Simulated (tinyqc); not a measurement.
Cell-based percolation model of oxide breakdown: one step of the calculation.

The oxide, of thickness n a, is cut into cubic cells. A cell is defective with the chance l = 1 - exp(-a^3 N), N = N1 (t/1 s)^al. A column of n defective cells breaks the oxide down, and the area holds M = A/a^2 independent columns: 1 - F = (1 - l^n)^M.

Question. Critical defect density. At F = 1 - 1/e: l_c = (1 - exp(-1/M))^(1/n), N_bd = -ln(1 - l_c)/a^3, t63 = (N_bd/N1)^(1/al). W = ln(-ln(1 - F)); for small l, W = ln M + n ln(a^3 N), so the Weibull slope is n al.

Values chosen for this exercise:

| symbol | value | unit | meaning |
|---|---|---|---|
| a | 0.8 | nm | edge of a cell |
| n | 2 |  | cells across the oxide |
| A | 0.05 | um^2 | area |
| al | 0.43 |  | exponent of defect growth |
| N1 | 4.8e17 | cm^-3 | defect density after 1 s |

Give: thickness; M; l_c; N_bd; N_bd times thickness; t63; n al.

Answer.

thickness = 1.6000 nm
M = 78125
l_c = 0.0035777
N_bd = 7.0002e18 cm^-3
N_bd times thickness = 1.1200e12 cm^-2
t63 = 508.95 s
n al = 0.86000

Numbers from tinyqc (`OMP_NUM_THREADS=1 python tinyqc.py 2070019 2070020 out.jsonl`; about 0.01 s on one thread of a shared Intel Xeon 2.30GHz).
